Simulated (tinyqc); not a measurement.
From results back to parameters: six-band hole subbands of a thin body in a field. Five cases, with inputs chosen for the exercise.

Problem. Without spin-orbit coupling the masses along a normal n are the inverse eigenvalues of C(n n^T)/c: 1/(g1 - 2 g2) twice and 1/(g1 + 4 g2) on (001); 1/(g1 - 2 g3) twice and 1/(g1 + 4 g3) on (111); on (110) 1/(g1 + g2 - 3 g3), 1/(g1 - 2 g2) and 1/(g1 + g2 + 3 g3). Three masses were computed from hidden g1, g2, g3.

Case 1.

heavy and light mass on (001) (m0): 0.278552  0.177620

heavy mass on (111) = 0.719424 m0

Case 2.

heavy and light mass on (001) (m0): 0.276243  0.176678

heavy mass on (111) = 0.704225 m0

Case 3.

heavy and light mass on (001) (m0): 0.201207  0.033014

heavy mass on (111) = 0.487805 m0

Case 4.

heavy and light mass on (001) (m0): 0.206612  0.032960

heavy mass on (111) = 0.495050 m0

Case 5.

heavy and light mass on (001) (m0): 0.277778  0.177305

heavy mass on (111) = 0.724638 m0

Find: g1, g2, g3; heaviest mass on (110).

Solution. The inverse masses on (001) differ by 6 g2, which gives g2 and g1; g3 = (g1 - 1/m(111))/2.

Case 1.

g1, g2, g3: 4.27  0.34  1.44

heaviest mass on (110) = 3.45 m0

Case 2.

g1, g2, g3: 4.30  0.34  1.44

heaviest mass on (110) = 3.12 m0

Case 3.

g1, g2, g3: 13.41  4.22  5.68

heaviest mass on (110) = 1.69 m0

Case 4.

g1, g2, g3: 13.34  4.25  5.66

heaviest mass on (110) = 1.64 m0

Case 5.

g1, g2, g3: 4.28  0.34  1.45

heaviest mass on (110) = 3.70 m0

Computed by tinyqc, one run a case: `OMP_NUM_THREADS=1 python tinyqc.py N N+1 out.jsonl` with N = 1280534, 1280569, 1280603, 1280678, 1280735; one thread of a shared Intel(R) Xeon(R) Processor @ 2.30GHz, about 0.4 s a run at most.
